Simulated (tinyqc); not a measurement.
Polarisation and half-bias from two TMR values.

Inverse problem. A tunnel junction has TMR = TMR0/(1 + (V/Vh)^2), TMR0 = 2 P1 P2/(1 - P1 P2). Find TMR0, Vh and P2.

Values chosen for this exercise:
```
symbol  value  unit                                   meaning
P1        0.7        spin polarisation of the reference layer
```

TMR at 0.1 and 0.5 V (%): 163.22534  106.08695

Answer. 1/TMR is linear in V^2, and P1 P2 = TMR0/(2 + TMR0).

TMR0 = 167 %
Vh = 0.660 V
P2 = 0.650

tinyqc, about 0.01 s, one thread, Intel Xeon 2.30GHz (shared host): `OMP_NUM_THREADS=1 python tinyqc.py 2450002 2450003 out.jsonl`
